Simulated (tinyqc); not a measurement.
Elastic strain and critical thickness of a cubic alloy layer A(1-x)B(x) on a thick substrate: one step, computed by the program tinyqc. Command: `OMP_NUM_THREADS=1 python tinyqc.py 3012007 3012008 out.jsonl misfit walk`. One thread of a shared host (Intel(R) Xeon(R) Processor @ 2.30GHz), about 0.01 s of CPU time with the checks.

Strain is positive in tension. The layer is coherent with the substrate unless said otherwise.

Task: Alloy by Vegard's rule, and misfit. a = (1 - x) a_A + x a_B, the same rule for each C_ij; misfit f = (a_S - a)/a, the in-plane strain of the coherent layer.

Inputs (values chosen for the exercise, modelled on GaAs(1-x)P(x) on GaAs):

| quantity | value | unit |
|---|---|---|
| fraction x of B | 0.18 | - |
| lattice constant a_A | 5.653 | angstrom |
| lattice constant a_B | 5.451 | angstrom |
| substrate lattice constant a_S | 5.653 | angstrom |

C11, C12, C44 of A (GPa): 119.7  54.55  59.31

C11, C12, C44 of B (GPa): 138.3  62.43  69.72

Give: free lattice constant a; elastic constants; misfit f.

Result:

free lattice constant a = 5.61664 angstrom

elastic constants (GPa): C11 123.0480, C12 55.9684, C44 61.1838

misfit f = 0.0064736

The layer is stretched in the plane by 0.65 %.
